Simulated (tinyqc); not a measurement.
From lone donors to an impurity band: impurity band of shallow donors (Hubbard estimate).

Constants: e^2/(4 pi eps0) = 14.39964547 eV angstrom.

Values chosen for the exercise (out of a larger set: near those of two donors in GaN; not measured data): a = 24.5 angstrom (orbital radius); eps = 9.3 (dielectric constant); Ns = (0.012, 0.029, 0.07, 0.17, 0.41, 0.87, 1.7) x 1e18/cm^3 (donor densities).

Donors on a simple cubic lattice of spacing R = N^(-1/3) (1/angstrom^3 = 1e24/cm^3), Ha* = q/(eps a), q = e^2/(4 pi eps0), x = R/a. Hopping t = Ha* (1 + x) exp(-x), band width B = 12 t, on-site repulsion U = (5/8) Ha*; the gap closes near B/U = 1.15. Valley factors and disorder are left out.

Results:
```
N (1e18/cm^3),R (angstrom),N^(1/3) a,t (meV),B (meV),B/U
0.012,436.8,0.056,2.15e-05,0.000258,6.54e-06
0.029,325.5,0.075,0.00153,0.0184,0.000466
0.070,242.6,0.101,0.0344,0.413,0.0105
0.17,180.5,0.136,0.334,4.01,0.101
0.41,134.6,0.182,1.69,20.2,0.513
0.87,104.8,0.234,4.64,55.6,1.41
1.7,83.8,0.292,9.14,110,2.78
```

B/U passes 1.15 between 0.41 and 0.87 x 1e18/cm^3; the root is x = 4.52, N^(1/3) a = 0.221, N = 0.73 x 1e18/cm^3, below the 1.2 that the empirical rule N^(1/3) a = 0.26 gives; the estimate is rough, since random positions, the overlap of the orbitals and screening are left out. While N grows by 142 times, t grows by 4.25e+05 times.

Computed by tinyqc, a small Python program: `OMP_NUM_THREADS=1 python tinyqc.py 1252755 1252756 out.jsonl` (the numbers bound the seed that draws the inputs); one thread of a shared host (Intel(R) Xeon(R) Processor @ 2.30GHz), about 0.01 s for the whole set of steps.
